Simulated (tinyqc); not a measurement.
Threshold of a short bulk MOSFET: charge sharing, barrier lowering, narrow width: two steps of the calculation.

n-channel device on a p-type body, depletion approximation, full ionisation. Uniform doping N = Na. Vbi from Boltzmann statistics is rough for the degenerate source. Cox = eps0 eox/tox.

Inputs (values chosen for the exercise); band and dielectric values close to those of silicon: temperature T = 400 K; band gap Eg = 1.11 eV; relative permittivity eps_r = 11.6; conduction-band density of states at T Nc = 4.3e19 cm^-3; valence-band density of states at T Nv = 4.11e19 cm^-3; relative permittivity of the gate insulator (close to silicon dioxide) eox = 3.9; insulator thickness tox = 3.1 nm; channel doping Na = 4.2e17 cm^-3; source and drain doping Nsd = 1e20 cm^-3; flat-band voltage for the doping Na Vfb = -0.99 V; junction depth xj = 84 nm; body-source voltage Vbs = -0.5 V; drain-source voltage Vds = 1 V; gate width W = 280 nm; shape factor of the fringing depletion at the width edges xw = 1.5708; channel length L = 310 nm.

Constants: q = 1.602176634e-19 C, kB = 1.380649e-23 J/K, Vt = kB T/q, eps0 = 8.8541878128e-14 F/cm where lengths are in cm. Results are converted to the units shown.

Problem 1. Long-channel threshold and scales. ni = sqrt(Nc Nv) exp(-Eg/(2 Vt)), Eg in volts; 2 pB = 2 Vt ln(N/ni); flat band Vfb - Vt ln(N/Na); Wd = sqrt(2 eps0 eps_r (2 pB - Vbs)/(q N)); body term q N Wd/Cox; long-channel VT0 = flat band + 2 pB + body term; Vbi = Vt ln(N Nsd/ni^2); scale length l = sqrt((eps_r/eox) tox Wd).

Give: N; 2 pB; flat band; Wd; body term; VT0; Vbi; l.

Solution 1.

N = 4.200e17 cm^-3
2 pB = 0.7925 V
flat band = -0.9900 V
Wd = 62.81 nm
body term = 0.3795 V
VT0 = 0.1819 V
Vbi = 0.9811 V
l = 24.07 nm

Problem 2. Short-channel and narrow-width shifts. Charge sharing (trapezoid; it ignores Vds): F = (xj/L)(sqrt(1 + 2 Wd/xj) - 1), lowering = body term times F. Barrier lowering: th = exp(-L/(2 l)) + 2 exp(-L/l), lowering = th [2 (Vbi - 2 pB) + Vds], DIBL = th. Narrow width: rise = body term times xw Wd/W. VT by each model = VT0 - lowering + rise.

2 pB = 0.79246129 V
Wd = 62.812675 nm
body term = 0.37945067 V
VT0 = 0.18191196 V
Vbi = 0.98110060 V
l = 24.065849 nm

Wanted: F; lowering by charge sharing; th; lowering of the barrier; DIBL; narrow-width rise; VT, charge sharing; VT, barrier lowering.

Solution 2.

F = 0.1571
lowering by charge sharing = 59.61 mV
th = 0.001600
lowering of the barrier = 2.204 mV
DIBL = 1.600 mV/V
narrow-width rise = 133.7 mV
VT, charge sharing = 0.2560 V
VT, barrier lowering = 0.3134 V

L is 12.9 scale lengths. The charge-sharing lowering is 27.0 times the barrier lowering; the first falls off as 1/L and the second exponentially. Both describe the same loss of gate control, so they are alternatives and are not added.

Computed by the program tinyqc: `OMP_NUM_THREADS=1 python tinyqc.py 2002067 2002068 out.jsonl`, one thread of a shared Intel Xeon 2.30GHz, about 0.01 s for the whole run.
